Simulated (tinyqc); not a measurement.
# Changing the film thickness t

Model: the 3-omega method: a line heater on a substrate with a thin film. Computed by tinyqc, a small Python program. Command: `OMP_NUM_THREADS=1 python tinyqc.py 3011770 3011771 out.jsonl threeomega sweep`. One thread of a shared host (Intel(R) Xeon(R) Processor @ 2.30GHz), about 0.02 s of CPU time with the checks.

A current at angular frequency omega = 2 pi f heats the line at 2 omega with the amplitude P per length; the temperature swing Delta T at 2 omega gives a voltage at 3 omega. The substrate is taken as semi-infinite and isotropic, and the heat capacity of heater and film is left out.

Inputs (values chosen for the exercise, modelled on amorphous silicon on diamond):
```
quantity                                    value           unit
substrate conductivity kappa                 2000        W/(m K)
substrate heat capacity C                    1.78  1e6 J/(m^3 K)
heater half-width b                           2.5     micrometre
power amplitude per length P                   54            W/m
current frequency f                          4900             Hz
film conductivity kappa_f                     1.6        W/(m K)
interface resistance R_i                      3.1       m^2 K/GW
substrate thickness d_s                       725     micrometre
temperature coefficient of resistance beta    3.5         1e-3/K
voltage amplitude V_1                         1.4              V
```

Method:
- D = kappa/C; q = sqrt(2 i omega/D); penetration depth 1/|q| = sqrt(D/(2 omega)).
- Delta T_s = (P/(pi kappa)) int_0^infinity (sin x/x)^2 / sqrt(x^2 + (q b)^2) dx with (q b)^2 = i |q b|^2, averaged over the heater width (12 Gauss-Legendre points on each of the pieces 0, 14 log-spaced edges from 1e-5 to 1, and multiples of pi to 40 pi; the tail adds 1/(4 (40 pi)^2)).
- For |q| b much below 1: Delta T_s = (P/(pi kappa)) [-ln(|q| b) + eta - i pi/4], eta = 3/2 - C_E = 0.92278, with Euler's C_E = 0.5772157.
- One-dimensional flow across the film: Delta T_f = P (t/kappa_f + R_i)/(2 b); total in-phase swing Delta T = Delta T_s + Delta T_f; third-harmonic amplitude V_3 = V_1 beta |Delta T|/2 with the out-of-phase part included; the apparent film conductivity is t/(t/kappa_f + R_i).

One run for each value:
```
film thickness t (nm)  apparent film conductivity (W/(m K))  Delta T_f (K)  film share of the in-phase swing
10                                                   1.0695        0.10098                           0.70517
19                                                   1.2688        0.16173                           0.79299
38                                                   1.4153        0.28998                           0.87291
73                                                   1.4982        0.52623                           0.92573
140                                                  1.5453        0.97848                           0.95864
270                                                  1.5711        1.85598                           0.97776
530                                                  1.5852        3.61098                           0.98844
1000                                                 1.5921        6.78348                           0.99381
2000                                                 1.5960       13.53348                           0.99689
```

Over the rows, apparent film conductivity (W/(m K)) rises from 1.07 to 1.60 (exponent d ln y / d ln x 0.27 between the first rows and 0.0036 between the last); Delta T_f (K) rises from 0.101 to 13.5 (exponent d ln y / d ln x 0.73 between the first rows and 1.00 between the last); film share of the in-phase swing rises from 0.705 to 0.997 (exponent d ln y / d ln x 0.18 between the first rows and 0.0045 between the last). The film resistance t/kappa_f + R_i is a straight line in t: its slope gives kappa_f = 1.6 W/(m K) and its intercept R_i; the two terms are equal at t = 4.96 nm.

Caution (rows 2000): the film is not thin against the heater width, so heat spreads sideways in it and the one-dimensional step fails.
